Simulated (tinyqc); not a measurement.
FinFET, parasitic resistance, capacitance and delay: two steps of the calculation.

Nf fins under one contact; each has gated perimeter p = 2 Hf + Wf and cross-section A = Hf Wf; contact width Wc = Nf pf, stack height Hs = Hf. Contact length Lc = CPP - Lg - 2 Lsp, shared by two neighbouring gates. Source and drain sides are equal. The formulas are first-order estimates, not field solutions.

Values chosen for this exercise; values close to those of silicon logic devices:
```
symbol  value        unit                          meaning
T         300           K                      temperature
Hf         60          nm                       fin height
Wf          5          nm                        fin width
Lg         12          nm                      gate length
Cinv      3.5     uF/cm^2            inversion capacitance
vx      1.4e7        cm/s               injection velocity
mu        270  cm^2/(V s)                apparent mobility
VT        0.2           V  threshold at zero drain voltage
dl      0.079         V/V                 barrier lowering
n        1.19                          subthreshold factor
Vdd       0.8           V                   supply voltage
```

Constants: q = 1.602176634e-19 C, kB = 1.380649e-23 J/K, Vt = kB T/q. Results are converted to the units shown.

Problem 1. Fin currents at Vgs = Vdd, Vds = Vdd/2. One fin: I = p Q vx u/(1 + |u|^1.8)^(1/1.8), Q = Cinv n Vt ln(1 + exp((Vg' - VT + dl Vd')/(n Vt))), u = Vd' mu/(vx Lg), Vg' = Vgs - v, Vd' = Vds - 2 v, with the drop on each side v = Rc (sum of I) + Rx I. I(new) = I + 0.5 (I(out) - I).

I after iteration 1 (uA): fin 1 189.75493, fin 2 189.75493
Rc = 137.54111 ohm
Rx = 300 ohm

Wanted: drop v; I(out); I after iteration 2.

Solution 1.

drop v (mV): fin 1 109.12, fin 2 109.12
I(out) (uA): fin 1 287.00, fin 2 287.00
I after iteration 2 (uA): fin 1 238.38, fin 2 238.38

Problem 2. Effective current, delay and energy. Ieff = (IH + IL)/2, delay CL Vdd/(2 Ieff), energy CL Vdd^2, with CL the load of an inverter that drives an equal one.

IH = I(Vdd, Vdd/2) = 491.48165 uA
IL = I(Vdd/2, Vdd), solved likewise = 227.82299 uA
CL = 678.54451 aF

Find: Ieff; delay; energy.

Solution 2.

Ieff = 359.7 uA
delay = 0.7547 ps
energy = 434.3 aJ

Numbers from tinyqc (`OMP_NUM_THREADS=1 python tinyqc.py 2170119 2170120 out.jsonl`; about 0.04 s on one thread of a shared Intel Xeon 2.30GHz).
